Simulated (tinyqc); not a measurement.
Changing the hardness d/rho: rigid-ion and shell models of the dielectric response of an ionic crystal. Computed by tinyqc, a small Python program. Command: `OMP_NUM_THREADS=1 python tinyqc.py 3008817 3008818 out.jsonl shell sweep`. One thread of a shared host (Intel(R) Xeon(R) Processor @ 2.30GHz), about 0.01 s of CPU time with the checks.

Charges +Z and -Z; 6 nearest neighbours, Madelung constant M = 1.747565, volume per ion pair Omega = 2.000000 d^3. Energy per pair U = -M Z^2 e2/d + 6 A exp(-d/rho), e2 = e^2/(4 pi eps_0). In the shell model the anion is a core of charge Y - Z and a massless shell of charge -Y, joined by the spring k; the repulsion acts on the shell. Each ion feels the Lorentz field E + (4 pi/3) P (Gaussian units).

Inputs (values chosen for the exercise, for a model crystal):

| quantity | value | unit |
|---|---|---|
| nearest-neighbour distance d | 2.16 | angstrom |
| ionic charge Z | 2 | e |
| cation mass | 27 | u |
| anion mass | 79.9 | u |
| shell charge size Y | 2.88 | e |
| core-shell spring k | 94.8 | eV/angstrom^2 |
| cation polarisability alpha_+ | 0.2 | angstrom^3 |

Structure: rock salt.

Constants: e^2/(4 pi eps_0) = 14.39964548 eV angstrom; 1 eV/angstrom^3 = 160.2176634 GPa; nu for 1 eV/(angstrom^2 u) = 15.6333042 THz; 1 THz = 33.35640952 1/cm.

Method:
- Zero pressure fixes 6 A exp(-d/rho) = M Z^2 e2 rho/d^2. Then U = -(M Z^2 e2/d)(1 - rho/d), B = M Z^2 e2 (d/rho - 2)/(9 Omega d), and the spring of one sublattice against the other is R = (1/3) x (Laplacian of the repulsion summed over neighbours) = M Z^2 e2 (d/rho - 2)/(3 d^3), so R = 3 B Omega/d^2.
- Eliminating the shell gives the anion polarisability alpha_- = Y^2 e2/(k + R), the Szigeti charge Z_S = Z - Y R/(k + R) and the softened spring R' = k R/(k + R). With b = 4 pi (alpha_+ + alpha_-)/(3 Omega): eps_inf = (1 + 2b)/(1 - b) (Clausius-Mossotti); Born charge Z* = Z_S (eps_inf + 2)/3.
- mu lambda_TO = R' - (4 pi e2/(3 Omega)) Z_S^2/(1 - b); mu lambda_LO = mu lambda_TO + 4 pi e2 Z*^2/(eps_inf Omega); eps_s = eps_inf lambda_LO/lambda_TO.
- lambda in eV/(angstrom^2 u) gives the wavenumber 15.6333042 x 33.35640952 x sqrt(lambda); mu is the reduced mass.

One run for each value:

| hardness d/rho | eps_s | omega_TO (1/cm) | share of R' left after the dipole term | bulk modulus B (GPa) | eps_inf | omega_LO (1/cm) |
|---|---|---|---|---|---|---|
| 6.41 | 23.272 | 166.71 | 0.16223 | 181.51 | 2.1000 | 554.98 |
| 7.12 | 10.944 | 247.52 | 0.31468 | 210.74 | 2.0733 | 568.68 |
| 7.83 | 7.455 | 304.87 | 0.42812 | 239.96 | 2.0480 | 581.67 |
| 8.54 | 5.808 | 350.68 | 0.51540 | 269.18 | 2.0241 | 594.01 |
| 9.26 | 4.838 | 389.70 | 0.58517 | 298.82 | 2.0011 | 605.92 |
| 9.97 | 4.213 | 423.01 | 0.64053 | 328.04 | 1.9795 | 617.11 |
| 10.70 | 3.761 | 453.22 | 0.68708 | 358.09 | 1.9584 | 628.09 |
| 11.40 | 3.440 | 479.15 | 0.72415 | 386.90 | 1.9391 | 638.16 |

Over the rows, eps_s falls from 23.3 to 3.44 (exponent d ln y / d ln x -7.2 between the first rows and -1.4 between the last); omega_TO (1/cm) rises from 167 to 479 (exponent d ln y / d ln x 3.8 between the first rows and 0.88 between the last); share of R' left after the dipole term rises from 0.162 to 0.724 (exponent d ln y / d ln x 6.3 between the first rows and 0.83 between the last). Softer repulsion leaves less spring against the dipole field: omega_TO drops and eps_s climbs towards a ferroelectric instability. Left out: 4.98, 5.70 (the rigid-ion TO mode is unstable).
